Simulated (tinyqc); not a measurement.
## Thin-film transistor with exponential tail and deep states, accumulation layer: effect of the total density of deep states

An undoped film in accumulation, thicker than the space-charge layer. With band bending psi the Fermi level lies E0 - psi below the band edge. Free electrons n = n0 exp(psi/Vt) carry the current; electrons in two exponential distributions of traps, a = a0 exp(psi/Va) and d = d0 exp(psi/Vp), do not. Linear regime, ohmic contacts, traps in equilibrium.

Va = kB Tt/q, Vp = kB Td/q; n0 = Nc exp(-E0/Vt), a0 = Nt th(T/Tt) exp(-E0/Va), d0 = Nd th(T/Td) exp(-E0/Vp), th(x) = pi x/sin(pi x). G(psi) = sum over the three kinds of c0 [V (exp(psi/V) - 1) - psi], field F = sqrt(2 q G/(eps0 eps_r)); Vg = psi + eps0 eps_r F/Ci at the surface. Total charge Q = Ci (Vg - psi_s); free charge Qf = q times the integral of n0 (exp(psi/Vt) - 1)/F over psi from 0 to psi_s; I = (W/L) mb Qf Vd; effective mobility mb Qf/Q.

Values chosen for this exercise; values close to those of amorphous silicon:
```
symbol,value,unit,meaning
T,270,K,temperature
eps_r,11.8,,relative permittivity of the semiconductor
Nc,6e19,cm^-3,density of extended states
mb,12,cm^2/(V s),band mobility
Nt,5.6e19,cm^-3,total density of tail states
Tt,320,K,characteristic temperature of the tail
Td,1060,K,characteristic temperature of the deep states
E0,0.6,eV,bulk Fermi level below the band edge
Ci,60,nF/cm^2,gate capacitance
WL,5,,ratio W/L
Vd,0.05,V,drain voltage
Vg,4.1,V,gate voltage above flat band
```

Constants: q = 1.602176634e-19 C, kB = 1.380649e-23 J/K, Vt = kB T/q, eps0 = 8.8541878128e-14 F/cm where lengths are in cm. Results are converted to the units shown.

Results:

| Nd (cm^-3) | E0 - psi_s (eV) | Q (nC/cm^2) | free share (%) | effective mobility (cm^2/(V s)) | I (nA) |
|---|---|---|---|---|---|
| 5.5e16 | 0.1160 | 217.0 | 5.791 | 0.6950 | 37.69 |
| 3.2e17 | 0.1174 | 217.0 | 5.136 | 0.6164 | 33.44 |
| 7.8e17 | 0.1199 | 217.2 | 4.327 | 0.5192 | 28.19 |
| 1.9e18 | 0.1265 | 217.6 | 2.980 | 0.3576 | 19.46 |
| 4.5e18 | 0.1433 | 218.6 | 1.298 | 0.1557 | 8.510 |
| 1.1e19 | 0.1871 | 221.2 | 0.1809 | 0.02170 | 1.200 |

Estimate the missing row, Nd = 1.3e17 cm^-3.

Computed row:

| Nd (cm^-3) | E0 - psi_s (eV) | Q (nC/cm^2) | free share (%) | effective mobility (cm^2/(V s)) | I (nA) |
|---|---|---|---|---|---|
| 1.3e17 | 0.1164 | 217.0 | 5.576 | 0.6692 | 36.30 |

With this row back in the table: As Nd goes from 5.5e16 to 1.1e19 cm^-3, the free share falls from 5.79 to 0.181 %, the distance of the Fermi level from the edge rises from 0.116 to 0.187 eV and the current falls from 37.7 to 1.20 nA. Q varies by only 2.0 %: the gate sets the charge, the traps decide how much of it moves. In every row T is close to Tt, where the factor th overstates the trapped charge. In every row the th form, which assumes a Fermi level far below the edge, overcounts the filled tail at the surface by more than 15 %.

Numbers from tinyqc (`OMP_NUM_THREADS=1 python tinyqc.py 2610066 2610067 out.jsonl`; about 0.01 s on one thread of a shared Intel Xeon 2.30GHz).
